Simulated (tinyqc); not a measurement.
Metal gate on a two-layer dielectric stack with fixed charge and a dipole: two steps of the calculation.

Gate, layer 2, layer 1, p-type semiconductor; x runs from the gate inwards. Charges are counted in units of +q. psi is the band bending at the surface, positive towards inversion. Classical charge, Boltzmann statistics, no interface traps.

Inputs (values chosen for the exercise); band and dielectric values close to those of silicon, layer 1 close to silicon dioxide, layer 2 close to aluminium oxide: temperature T = 300 K; band gap Eg = 1.11 eV; relative permittivity eps_r = 11.9; conduction-band density of states at T Nc = 2.84e19 cm^-3; valence-band density of states at T Nv = 2.6e19 cm^-3; electron affinity chi = 3.98 eV; acceptor density Na = 1.8e17 cm^-3; work function of the gate metal pM = 4.34 eV; thickness of layer 1, next to the semiconductor t1 = 0.4 nm; relative permittivity of layer 1 e1 = 3.98; thickness of layer 2, next to the gate t2 = 4.7 nm; relative permittivity of layer 2 e2 = 8.89; fixed charge at the semiconductor interface Q1 = 1.2e12 cm^-2; fixed charge between the layers Q2 = 1.6e11 cm^-2; uniform charge density in layer 1 r1 = 0 cm^-3; uniform charge density in layer 2 r2 = 0 cm^-3; flat-band shift by a dipole layer between the layers Vd = 0.44 V; band bending psi of the working point ps = -0.065 V.

Constants: q = 1.602176634e-19 C, kB = 1.380649e-23 J/K, Vt = kB T/q, eps0 = 8.8541878128e-14 F/cm where lengths are in cm. Results are converted to the units shown.

Question 1. Flat-band voltage, term by term. EOT = 3.9 (t1/e1 + t2/e2), Cox = eps0/(t1/e1 + t2/e2); phi_ms = pM - (chi + Eg - Vt ln(Nv/Na)). Vfb = phi_ms + Vd - (q/eps0) [Q1 (t1/e1 + t2/e2) + Q2 t2/e2 + r1 (t1^2/(2 e1) + t1 t2/e2) + r2 t2^2/(2 e2)]: each charge counts with its electrical distance from the gate.

Give: terms; Vfb.

Answer 1.

terms (V): phi_ms -0.62144, dipole 0.44000, Q1 -0.13662, Q2 -0.01531, r1 0.00000, r2 0.00000
Vfb = -0.33337 V

Apart from phi_ms the largest term is that of dipole, 440 mV; all charges and the dipole together move Vfb by 288 mV.

Question 2. Charge in the semiconductor. ni = sqrt(Nc Nv) exp(-Eg/(2 Vt)), Eg in volts. Qs = -sign(psi) sqrt(2 q eps0 eps_r Na Vt [exp(-u) + u - 1 + (ni/Na)^2 (exp(u) - u - 1)]), u = psi/Vt.

Wanted: Qs.

Answer 2.

Qs = 0.1179 uC/cm^2

The surface is accumulated.

Numbers from tinyqc (`OMP_NUM_THREADS=1 python tinyqc.py 2010166 2010167 out.jsonl`; about 0.01 s on one thread of a shared Intel Xeon 2.30GHz).
